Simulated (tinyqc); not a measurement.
Gain factor and gap resistance from two string resistances.

Problem. At small bit-line voltage each of the 96 cells has the resistance 1/(K x) at overdrive x (no mobility reduction) in series with a gap resistance Rg. Find K, Rg and the share of the gaps at the higher overdrive.

resistance of a string of 96 equal cells at overdrives of 4.4 and 8 V (kohm): 5748.0056  3230.5231

Solution. The resistance per cell is a straight line in 1/x with slope 1/K and intercept Rg.

K = 3.90 uA/V^2
Rg = 1.60 kohm
share of the gaps = 4.75 %

Program tinyqc, `OMP_NUM_THREADS=1 python tinyqc.py 2142175 2142176 out.jsonl`; Intel Xeon 2.30GHz, shared host, one thread, about 0.5 s.
